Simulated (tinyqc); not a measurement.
Plane-averaged potentials: correction of a charged-defect supercell by a model charge and potential alignment (plane-averaged potentials). Computed by tinyqc, a small Python program. Command: `OMP_NUM_THREADS=1 python tinyqc.py 3113452 3113453 out.jsonl align walk`. One thread of a shared host (Intel(R) Xeon(R) Processor @ 2.30GHz), about 0.01 s of CPU time with the checks.

The "true" defect charge is (1 - x) q in a Gaussian of width sigma plus x q in one of width sigma_t, so the exact answer is known; the correction sees only a single model Gaussian of width sigma_m. A Gaussian of width s has the transform rho(G) = exp(-G^2 s^2/2), normalised to 1. A uniform background cancels q, so G = 0 is left out. Potentials are those felt by a unit positive charge. E_0 is the formation energy of the isolated defect, E_cell its value in the supercell, E_lat = E_iso - E_per of the model charge, C the true less the model potential far from the defect; the exact correction is E_0 - E_cell, and the error of a scheme is E_cell plus its correction less E_0.

Inputs (values chosen for the exercise, with screening close to that of 4H-SiC):
```
quantity                               value      unit
defect charge q                            1         e
dielectric constant eps                 9.81         -
edge of the cubic cell L                14.5  angstrom
width sigma of the true defect charge    1.3  angstrom
width sigma_m of the model charge       0.97  angstrom
share x of the charge in a wide tail       0         -
width sigma_t of the tail                2.9  angstrom
```

Constants: e^2/(4 pi eps_0) = 14.39964548 eV angstrom.

Method. Plane-averaged potential at distance z from the defect: V(z) = (4 pi q/(eps L^3)) (e^2/(4 pi eps_0 e)) sum_(m != 0) rho(G_m) cos(G_m z)/G_m^2, G_m = 2 pi m/L, |m| <= 40.

Potentials (V):
```
z/L   z (angstrom)       true      model  difference
0.00         0.000   0.065622   0.074906  -0.0092838
0.05         0.725   0.060314   0.067431  -0.0071167
0.10         1.450   0.046286   0.049087  -0.0028014
0.15         2.175   0.027798   0.027390   0.0004082
0.20         2.900   0.008843   0.007053   0.0017895
0.25         3.625  -0.008229  -0.010407   0.0021779
0.30         4.350  -0.022462  -0.024716   0.0022541
0.35         5.075  -0.033582  -0.035847   0.0022650
0.40         5.800  -0.041531  -0.043798   0.0022661
0.45         6.525  -0.046302  -0.048568   0.0022662
0.50         7.250  -0.047892  -0.050158   0.0022662
```

What follows from these numbers?

The difference moves by 0.00 mV between z/L = 0.4 and 0.5: a plateau.
